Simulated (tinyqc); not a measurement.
Punch-through p+-n junction, ionisation integral and breakdown: two steps of the calculation.

A p+ layer at x < 0 and an n drift layer from x = 0 to L on an n+ substrate. Depletion approximation, built-in voltage neglected. Local ionisation coefficients alpha_n = an exp(-(bn/E)^mx), alpha_p = ap exp(-(bp/E)^mx). Electrons move towards +x, holes towards x = 0.

Parameters, values chosen for the exercise; material values close to those of gallium arsenide:
- eps_r = 12.9 (relative permittivity)
- an = 3.06e5 1/cm (prefactor of the electron ionisation coefficient)
- bn = 6.46e5 V/cm (field constant for electrons)
- ap = 2.14e5 1/cm (prefactor of the hole ionisation coefficient)
- bp = 6.61e5 V/cm (field constant for holes)
- mx = 1.6 (exponent)
- N = 5e16 cm^-3 (donor density of the drift layer)
- L = 0.44 um (thickness of the drift layer)
- V = 10 V (reverse voltage)
- fr = 1 (share of the depleted width that the grid covers)

Constants: q = 1.602176634e-19 C, eps0 = 8.8541878128e-14 F/cm where lengths are in cm. Results are converted to the units shown.

Question 1. Field and ionisation coefficients on a grid. W = sqrt(2 eps0 eps_r V/(q N)), peak field E0 = q N W/(eps0 eps_r), falling linearly to 0 at W; if W > L the layer is punched through: W = L, E0 = V/L + q N L/(2 eps0 eps_r), falling linearly to E1 = V/L - q N L/(2 eps0 eps_r). Grid: 10 equal steps from 0 to fr W.

Wanted: W; x; E; alpha_n; alpha_p.

Answer 1.

W = 0.44000 um

```
point	x (um)	E (kV/cm)	alpha_n (1/cm)	alpha_p (1/cm)
0	0.00000	381.57	30014	19244
1	0.04400	350.71	21461	13588
2	0.08800	319.85	14073	8771.2
3	0.13200	288.99	8178.8	4995.0
4	0.17600	258.13	3991.8	2373.4
5	0.22000	227.27	1497.5	858.26
6	0.26400	196.41	369.59	201.03
7	0.30800	165.55	44.659	22.444
8	0.35200	134.69	1.4121	0.62365
9	0.39600	103.83	0.0024797	8.6379e-4
10	0.44000	72.973	1.8169e-9	3.7308e-10
```

Question 2. Ionisation integrals by the trapezoid rule. G(x) = integral from 0 to x of (alpha_n - alpha_p); I_n = integral of alpha_n exp(-G) (electrons injected at x = 0), I_p = integral of alpha_p exp(G(end) - G) (holes injected at the far edge); M = 1/(1 - I). All integrals by the trapezoid rule on the grid.

```
point	x (um)	alpha_n (1/cm)	alpha_p (1/cm)
0	0.00000000	30013.732	19243.690
1	0.04400000	21460.748	13588.250
2	0.08800000	14073.328	8771.2244
3	0.13200000	8178.7860	4994.9887
4	0.17600000	3991.8240	2373.3581
5	0.22000000	1497.4637	858.25938
6	0.26400000	369.59488	201.02818
7	0.30800000	44.658940	22.444200
8	0.35200000	1.4120924	0.62365236
9	0.39600000	0.0024797454	8.6378520e-4
10	0.44000000	1.8168537e-9	3.7308418e-10
```

Give: G; alpha_n exp(-G); I_n; I_p; M_n; M_p.

Answer 2.

```
point	G	alpha_n exp(-G) (1e4 1/cm)
0	0.0000	3.001
1	0.0410	2.060
2	0.0700	1.312
3	0.0887	0.748
4	0.0992	0.361
5	0.1042	0.135
6	0.1060	0.033
7	0.1064	0.004
8	0.1064	0.000
9	0.1064	0.000
10	0.1064	0.000
```

I_n = 0.2708
I_p = 0.1886
M_n = 1.371
M_p = 1.232

Numbers from tinyqc (`OMP_NUM_THREADS=1 python tinyqc.py 2120113 2120114 out.jsonl`; about 0.06 s on one thread of a shared Intel Xeon 2.30GHz).
